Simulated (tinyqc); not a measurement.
Splitting against the number of planes: valley splitting in a one-orbital chain of atomic planes (second-neighbour model).

Each (001) plane carries one orbital with energy e0, hopping v to the next plane and u to the second: E(phi) = e0 + 2 v cos(phi) + 2 u cos(2 phi), where phi = pi - k a/4 (the sign of every second orbital is chosen so that v > 0, which shifts the phase by pi). The minimum lies at cos(phi0) = -v/(4u), phi0 = pi - (pi/2) k0 for a valley at k0 (2 pi/a), and e0 puts it at zero. A slab of N planes has hard walls: the matrix simply ends.

Constants: hbar^2/2m0 = 3.80998211 eV angstrom^2.

Values chosen for the exercise (out of a larger set: near those of the Delta valleys of silicon; abrupt walls in this chain split the valleys several times more than measured wells; not measured data): a = 5.423 angstrom (lattice constant; planes lie a/4 apart); ml = 0.883 m0 (longitudinal mass); N0 = 50 (first number of planes).

u = 0.625560 eV
v = 0.622282 eV
e0 = 1.405876 eV
phi0 = 1.822124 rad

Ten slabs from N0 on, of thickness (N - 1) a/4 between the outer planes. Effective mass: E1 = (c/ml)(pi/W)^2 with W = (N + 2) a/4: the amplitude vanishes on two missing planes at each end, and the envelope has its nodes N + 2 spacings apart. Large-N estimate of the splitting: 16 pi^2 u |sin(phi0) sin((N + 2) phi0)|/(N + 2)^3.

Doublet (meV):
```
N   thickness (angstrom)  mean level  effective mass  splitting  estimate
50                 66.43        8.56            8.57      0.341     0.328
51                 67.79        8.24            8.25      0.457     0.468
52                 69.14        7.94            7.95      0.519     0.513
53                 70.50        7.65            7.66      0.165     0.178
54                 71.85        7.39            7.39      0.543     0.544
55                 73.21        7.12            7.13      0.108     0.097
56                 74.57        6.88            6.89      0.438     0.444
57                 75.92        6.65            6.66      0.304     0.297
58                 77.28        6.43            6.44      0.252     0.260
59                 78.63        6.22            6.23      0.394     0.392
```

The mean level falls smoothly, from 8.6 to 6.2 meV, within 0.2 % of the effective-mass value. The splitting swings between 0.108 (N = 55) and 0.543 meV (N = 54): one plane more or less changes the phase between the two walls by phi0 = 1.822 rad. The estimate misses the computed values by at most 0.013 meV.

Computed by tinyqc, a small Python program: `OMP_NUM_THREADS=1 python tinyqc.py 1450018 1450019 out.jsonl` (the numbers bound the seed that draws the inputs); one thread of a shared host (Intel(R) Xeon(R) Processor @ 2.30GHz), about 0.01 s for the whole set of steps.
